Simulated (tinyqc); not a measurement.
Model-solid line-up of a strained alloy layer on a substrate, step by step. Values are carried at full precision from step to step, so a last printed digit may differ when a step is redone from the rounded ones.

All values of the alloy are linear in x but the gap, Eg(x) = (1 - x) Eg_A + x Eg_B - C x (1 - x), and the valence edge, Ev(x) = (1 - x) Ev_A + x Ev_B + fv C x (1 - x); Ec = Ev + Eg. Ev is the top of the unstrained valence band on a scale common to all materials. In the layer only the Gamma valley of the conduction band is followed, also where an X or L valley would lie lower.

Inputs chosen for the exercise (A near GaSb, B near GaAs, substrate near InP; not measured data): a = (6.101, 5.659) angstrom (lattice constant of A, B); Eg = (0.816, 1.524) eV (gap at Gamma to the s-like level of A, B); Dso = (0.765, 0.339) eV (spin-orbit splitting of A, B); Ev = (-0.03, -0.81) eV (top of the unstrained valence band of A, B); ac = (-7.56, -7.07) eV (conduction deformation potential of A, B); av = (0.79, 1.18) eV (valence hydrostatic potential of A, B); b = (-2.03, -2) eV (tetragonal shear potential of A, B); d = (-4.66, -4.74) eV (trigonal shear potential of A, B); C11 = (87.6, 123.1) GPa (of A, B); C12 = (40.5, 56.1) GPa (of A, B); C44 = (43.5, 60.5) GPa (of A, B); C = 1.398 eV (bowing of the gap); fv = 0.7 (share of the bowing taken by the valence edge); x = 0.63 (fraction of B); a_s = 5.874 angstrom (substrate); face = 001 (growth face); Eg_s = 1.433 eV (lowest gap of the substrate); Ev_s = -0.93 eV (substrate valence edge).

## Values of the alloy

Interpolate.

Alloy at x (a in angstrom, C11, C12, C44 in GPa, all else in eV):
```
symbol     value
a         5.8225
Eg        0.9362
Dso       0.4966
Ev       -0.2933
ac       -7.2513
av        1.0357
b        -2.0111
d        -4.7104
C11     109.9650
C12      50.3280
C44      54.2100
```

## Strain on the (001) substrate

Coherent growth on a (001) face: e_par = (a_s - a)/a, e_perp = -2 (C12/C11) e_par; exx = eyy = e_par, ezz = e_perp, no shear.

Use the values of the alloy.

e_par = 0.008838
e_perp = -0.008090

strain tensor in the cubic axes, rows x, y, z and columns alike:
```
[[0.008838, 0.000000, 0.000000],
 [0.000000, 0.008838, 0.000000],
 [0.000000, 0.000000, -0.008090]]
```

The layer is under tension in the plane; its volume changes by +0.959 %.

## Strained band edges

Strained edges: Ec + ac tr(e); the valence edges are Ev plus the levels of the 6 x 6 matrix of X, Y, Z times spin with -Dso/3 + l exx + m (eyy + ezz) on the diagonal (cyclic), n exy off it, l = av + 2 b, m = av - b, n = sqrt(3) d. Spin-orbit term (Dso/3) L.sigma on X, Y, Z with (L_k)_ij = -i epsilon_kij: <X+|H|Y+> = -i Dso/3, <X+|H|Z-> = Dso/3, <Y+|H|Z-> = -i Dso/3, <Z+|H|X-> = -Dso/3, <Z+|H|Y-> = i Dso/3, <X-|H|Y-> = i Dso/3, and their conjugates; + and - are the spin along z.

Give the hydrostatic shifts, the strain block and the edges.

ac tr(e), av tr(e) (eV): [-0.0695, 0.0099]

strain block (eV), rows X, Y, Z and columns alike:
```
[[-0.0241, 0, 0],
 [0, -0.0241, 0],
 [0, 0, 0.0780]]
```

Ec and the three valence edges from the top (eV): [0.5734, -0.2450, -0.3174, -0.7843]

strained gap = 0.8183 eV

Strain moves the gap by -118 meV: -79 meV from the volume and -38 meV from the splitting of the valence edge, which always raises the top.

## Offsets against the substrate material

dEc = Ec(substrate) - Ec(layer), dEv = Ev(layer) - Ev(substrate); positive values confine the carrier in the layer. Type I: both of one sign; type II: opposite signs; type III: the gaps do not overlap.

Give also the smallest gap across the interface, min Ec - max Ev.

dEc = -0.0704 eV
dEv = 0.6850 eV

type: II

smallest gap = 0.7480 eV

Electrons collect in the substrate material and holes in the layer.

## Critical thickness (Matthews-Blakeslee, single layer)

h = K (ln(h/b) + 1) with K = b (1 - nu/4)/(4 pi |e_par| (1 + nu)) for 60-degree dislocations, b = a/sqrt(2) the Burgers vector (not the shear potential of the table), nu = C12/(C11 + C12). Iterate from h = 10 b until h changes by less than 1e-6 of itself.

b (Burgers vector) = 4.1172 angstrom
nu = 0.3140
K = 26.00 angstrom

first iterates (angstrom): [41.2, 85.9, 105.0, 110.2, 111.5, 111.8]

critical thickness = 11.18 nm

Thicker layers can relax, and the strained edges then no longer apply; metastable growth often exceeds this equilibrium value.

## Checks

- Valence edges against the closed form for (001) strain: they agree to 1e-10 or better.

(tinyqc, `OMP_NUM_THREADS=1 python tinyqc.py 1080707 1080708 out.jsonl`, Intel(R) Xeon(R) Processor @ 2.30GHz, 1 thread, shared host, about 0.01 s.)
